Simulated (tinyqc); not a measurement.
Surface photovoltage measurement of the minority-carrier diffusion length in a wafer: one step, computed by the program tinyqc. Command: `OMP_NUM_THREADS=1 python tinyqc.py 3130574 3130575 out.jsonl spv walk`. One thread of a shared host (Intel(R) Xeon(R) Processor @ 2.30GHz), about 0.01 s of CPU time with the checks.

Low injection, steady light, a depletion layer much thinner than 1/alpha and L. The excess density dn is taken at the front edge of the neutral region; light that reaches the back is lost.

Task: One wavelength. alpha = (84.732/lambda - 76.417)^2 per cm with lambda in micrometre (an empirical fit for silicon between 0.7 and 1.05 micrometre). Thick wafer: dn = Phi L/((S_f + D/L)(L + 1/alpha)). Finite wafer, with s = S_b L/D, w = W/L, a = alpha L: dn = [Phi a/(a^2 - 1)] [a - B - exp(-alpha W)(a - s)/(cosh w + s sinh w)]/(S_f + B D/L), B = (sinh w + s cosh w)/(cosh w + s sinh w). Photovoltage V = (k_B T/e) ln(1 + dn/n_0). Lifetime = L^2/D.

Inputs (values chosen for the exercise, modelled on p-type silicon at room temperature):

| quantity | value | unit |
|---|---|---|
| diffusion length L | 140 | micrometre |
| wafer thickness W | 725 | micrometre |
| diffusivity D | 28.8 | cm^2/s |
| front recombination velocity S_f | 6400 | cm/s |
| back recombination velocity S_b | 35000 | cm/s |
| photon flux entering | 9.6e+12 | 1/(cm^2 s) |
| minority density at the surface barrier scale n_0 | 1.4e+09 | 1/cm^3 |
| temperature T | 298 | K |
| wavelength | 890 | nm |

Constants: k_B = 8.617333262e-05 eV/K.

Give: alpha; penetration depth 1/alpha; dn, thick wafer; B; dn, finite wafer; photovoltage V; lifetime.

Result:

alpha = 353.0 1/cm

penetration depth 1/alpha = 28.33 micrometre

dn, thick wafer = 9.441e+08 1/cm^3

B = 1.000

dn, finite wafer = 9.441e+08 1/cm^3

photovoltage V = 13.24 mV

lifetime = 6.806 microsecond

Caution: dn is not small against n_0, so V is not linear in the flux; the constant-flux reading then needs dn, not V.
